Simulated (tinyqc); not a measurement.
Luttinger-Kohn k.p, four valence bands, step by step. One step of it, computed by the program tinyqc.

Problem. Hole masses. E = c [g1 k^2 -/+ 2 sqrt(g2^2 k^4 + 3 (g3^2 - g2^2)(kx^2 ky^2 + ky^2 kz^2 + kz^2 kx^2))] with c = hbar^2/2m, and m* = hbar^2 k^2 / (2 E).

Luttinger parameters chosen for this model; energies are counted downward from the top of the valence band:
```
parameter,value,unit
g1,15.800000,
g2,5.220000,
g3,6.920000,
```

Give: Masses.

Solution.

Masses (electron masses):
```
direction,heavy,light
[100],0.1866,0.0381
[110],0.3667,0.0346
[111],0.5102,0.0337
```
